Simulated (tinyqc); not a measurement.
Inside a calculation: inversion layer as a triangular well, valleys of the Si type. Values are carried at full precision from step to step, so a last printed digit may differ when a step is redone from the rounded ones.

Six ellipsoidal valleys with their long axes along the cube axes, mass ml along the axis and mt across it. For a valley whose axis makes the angle theta with the surface normal, 1/m_z = cos^2(theta)/ml + sin^2(theta)/mt sets the confinement; in the plane the masses are m_1 = mt and m_2 = ml mt/m_z, and m_d = sqrt(m_1 m_2).

Constants: e^2/(4 pi eps0) = 14.39964547 eV angstrom; hbar^2/2m0 = 3.80998211 eV angstrom^2; kB = 8.617333262e-05 eV/K.

Values chosen for the exercise (near those of Si; not measured data):

| symbol | value | unit | meaning |
|---|---|---|---|
| ml | 0.904 | m0 | longitudinal mass |
| mt | 0.189 | m0 | transverse mass |
| face | 100 |  | surface |
| eps | 11.6 |  | dielectric constant |
| Ns | 8.7 | x 1e12/cm^2 | electron sheet density |
| Nd | 0.1 | x 1e12/cm^2 | depletion charge |
| eta | 0.75 |  | share of Ns in the effective field |
| T | 150 | K | temperature |
| tox | 9 | angstrom | SiO2-equivalent oxide thickness |

## Valley masses on the (100) face

Group the valleys by their angle to the normal, heaviest m_z first.

Valleys (masses in m0):

| valleys g | cos^2(theta) | m_z | m_1 | m_2 | m_d |
|---|---|---|---|---|---|
| 2 | 1.0000 | 0.9040 | 0.1890 | 0.1890 | 0.1890 |
| 4 | 0.0000 | 0.1890 | 0.1890 | 0.9040 | 0.4133 |

The 2 valleys with the heaviest m_z will give the lowest ladder of subbands.

## Effective field

The field is taken as constant, e F = 4 pi (e^2/4 pi eps0)(Nd + eta Ns)/eps, with 1e12/cm^2 = 1e-4/angstrom^2, and the oxide as a hard wall at z = 0; c = hbar^2/2m0.

Find e F, and F in MV/cm (1 MV/cm = 0.01 V/angstrom).

e F = 0.0103345 eV/angstrom
F = 1.0335 MV/cm

## Subband ladders

Level j of a valley lies at E_j = a_j (c (e F)^2/m_z)^(1/3) above the band edge at the surface, with the Airy zeros a_j = 2.338107, 4.087949, 5.520560, 6.786708, 7.944134, 9.022651, 10.040174, 11.008524, 11.936016, 12.828777, and has <z> = 2 E_j/(3 e F).

The ten lowest levels of all groups of valleys together, j = 0, 1, ..., c = hbar^2/2m0; primes mark the groups with lighter m_z.

Subbands:

| label | valleys g | m_d (m0) | E (eV) | <z> (angstrom) |
|---|---|---|---|---|
| 0 | 2 | 0.1890 | 0.1792 | 11.56 |
| 0' | 4 | 0.4133 | 0.3019 | 19.48 |
| 1 | 2 | 0.1890 | 0.3133 | 20.21 |
| 2 | 2 | 0.1890 | 0.4231 | 27.29 |
| 3 | 2 | 0.1890 | 0.5201 | 33.55 |
| 1' | 4 | 0.4133 | 0.5279 | 34.05 |
| 4 | 2 | 0.1890 | 0.6088 | 39.27 |
| 5 | 2 | 0.1890 | 0.6915 | 44.61 |
| 2' | 4 | 0.4133 | 0.7128 | 45.98 |
| 6 | 2 | 0.1890 | 0.7695 | 49.64 |

The second subband is 0', 122.7 meV above the first. Levels above about 0.5 eV lie beyond parabolic valleys.

## Fermi level and populations

Subband i holds n_i = g m_d/(2 pi c) kB T ln(1 + exp((EF - E_i)/kB T)) (spin included), and EF is fixed by sum n_i = Ns over the levels listed or, where none are listed, over j = 0 to 9 of each group; 1e12/cm^2 = 1e-4/angstrom^2.

Solve for EF; c = hbar^2/2m0. The mean distance is sum n_i <z>_i/Ns.

EF = 0.2338 eV

Populations:

| label | (EF - E)/kB T | n (1e12/cm^2) | share (%) |
|---|---|---|---|
| 0 | 4.22 | 8.650 | 99.4 |
| 0' | -5.27 | 0.046 | 0.5 |
| 1 | -6.15 | 0.004 | 0.0 |
| 2 | -14.65 | 0.000 | 0.0 |
| 3 | -22.15 | 0.000 | 0.0 |
| 1' | -22.75 | 0.000 | 0.0 |
| 4 | -29.01 | 0.000 | 0.0 |
| 5 | -35.41 | 0.000 | 0.0 |
| 2' | -37.06 | 0.000 | 0.0 |
| 6 | -41.44 | 0.000 | 0.0 |

mean distance from the surface = 11.61 angstrom

The lowest subband holds 99.4 % of the electrons and is degenerate (EF more than 2 kB T above its edge).

## Effect on the gate capacitance

The charge sits at the mean distance <z> from the surface, which adds (3.9/eps) <z> to the oxide thickness; C/Cox = tox/(tox + 3.9 <z>/eps). The density-of-states term is left out.

added thickness = 3.90 angstrom
C/Cox = 0.698

## Checks

- Lowest level by finite differences against the Airy formula, eV: both 0.1792.

Run: tinyqc, `OMP_NUM_THREADS=1 python tinyqc.py 1282007 1282008 out.jsonl`; Intel(R) Xeon(R) Processor @ 2.30GHz, one thread, shared host; about 0.04 s of CPU time with all checks.
